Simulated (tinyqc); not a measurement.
Hopping conduction between localised states: one step, computed by the program tinyqc.

Energies are counted from the Fermi level. A small network shows the mechanism; the laws of an infinite system follow.

Question. Kirchhoff solution. Site 1 is held at potential 1 and site 7 at 0; Kirchhoff's law sum_j G_ij (u_i - u_j) = 0 fixes the others; G = sum_j G_1j (1 - u_j). G_ij = G_0 exp(-s_ij).

Inputs (values chosen for the exercise, for a model amorphous semiconductor): conductance scale G_0 = 1 microsiemens; temperature T = 10 K.

Dimension: 3D.

s_ij:
```
          1         2         3        4         5         6         7
1   0.00000   7.06557   7.65796  6.42902  11.20817  14.30640  12.72901
2   7.06557   0.00000   6.60234  9.33792  11.42016  16.98687  15.04474
3   7.65796   6.60234   0.00000  6.60407   8.75281  14.30816  12.38610
4   6.42902   9.33792   6.60407  0.00000   5.53672   8.32972   6.86879
5  11.20817  11.42016   8.75281  5.53672   0.00000   8.07677   6.13991
6  14.30640  16.98687  14.30816  8.32972   8.07677   0.00000   7.25582
7  12.72901  15.04474  12.38610  6.86879   6.13991   7.25582   0.00000
```

Give: potentials; conductance G; -ln(G/G_0).

Answer.

potentials: 1.000  0.773  0.654  0.458  0.301  0.163  0.000

conductance G = 0.001245 microsiemens

-ln(G/G_0) = 6.689
